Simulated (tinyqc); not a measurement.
From results back to parameters: coherent potential approximation for a binary alloy with a semi-elliptic band. Three cases, with inputs chosen for the exercise.

Problem. With levels eA = -x d and eB = (1 - x) d on a semi-elliptic band of half width W, the alloy density has second moment W^2/4 + x (1 - x) d^2 and third moment x (1 - x)(1 - 2x) d^3 about its centre (exact, and kept by the CPA). The moments below come from hidden x and d > 0.

Case 1.

Values chosen: W = 4.4 eV (half width of the pure band).
second moment = 16.024427 eV^2
third moment = 18.494568 eV^3

Case 2.

Values chosen: W = 2.8 eV (half width of the pure band).
second moment = 4.916495 eV^2
third moment = 5.562942 eV^3

Case 3.

Values chosen: W = 2.9 eV (half width of the pure band).
second moment = 2.541269 eV^2
third moment = 0.224299 eV^3

Find: d; x.

Solution. v = m2 - W^2/4 = x (1 - x) d^2 and u = m3/v = (1 - 2x) d; then d^2 = u^2 + 4v and x = (1 - u/d)/2.

Case 1.

d = 6.89 eV
x = 0.38

Case 2.

d = 3.92 eV
x = 0.26

Case 3.

d = 1.42 eV
x = 0.32

Computed by tinyqc, one run a case: `OMP_NUM_THREADS=1 python tinyqc.py N N+1 out.jsonl` with N = 1451229, 1451375, 1451449; one thread of a shared Intel(R) Xeon(R) Processor @ 2.30GHz, about 0.01 s a run at most.
